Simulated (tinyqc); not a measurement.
From results back to parameters: carrier statistics of a doped semiconductor with parabolic bands. Three cases, with inputs chosen for the exercise.

Problem. ni^2 = C^2 (T/300 K)^3 exp(-Eg(T)/kB T) with Eg(T) = Eg0 - al T^2/(T + be). Two intrinsic densities were computed from hidden Eg0 and C = sqrt(Nc Nv) at 300 K.

Constants: kB = 8.617333262e-05 eV/K.

Find: Eg0; C.

Method. y(T) = 2 ln ni - 3 ln(T/300) - al T/((T + be) kB) equals 2 ln C - Eg0/(kB T), a straight line in 1/T; two points give slope and intercept.

Case 1.

Values chosen (near those of InP; shifted at random, so the results belong to these values and not to a real crystal): al = 0.000359 eV/K (Varshni alpha); be = 165 K (Varshni beta); T1 = 310 K; T2 = 410 K.

ni(T1) = 3.19411e+07 1/cm^3
ni(T2) = 3.53590e+10 1/cm^3

Solution.

Eg0 = 1.416 eV
C = 2.53e+18 1/cm^3

Case 2.

Values chosen (near those of Si; shifted at random, so the results belong to these values and not to a real crystal): al = 0.00047 eV/K (Varshni alpha); be = 616 K (Varshni beta); T1 = 260 K; T2 = 500 K.

ni(T1) = 2.01590e+08 1/cm^3
ni(T2) = 1.98017e+14 1/cm^3

Solution.

Eg0 = 1.158 eV
C = 1.86e+19 1/cm^3

Case 3.

Values chosen (near those of GaSb; shifted at random, so the results belong to these values and not to a real crystal): al = 0.000418 eV/K (Varshni alpha); be = 140 K (Varshni beta); T1 = 270 K; T2 = 420 K.

ni(T1) = 1.23276e+11 1/cm^3
ni(T2) = 1.52730e+14 1/cm^3

Solution.

Eg0 = 0.813 eV
C = 1.12e+18 1/cm^3

Computed by tinyqc, one run a case: `OMP_NUM_THREADS=1 python tinyqc.py N N+1 out.jsonl` with N = 1682641, 1682693, 1682721; one thread of a shared Intel(R) Xeon(R) Processor @ 2.30GHz, about 0.01 s a run at most.
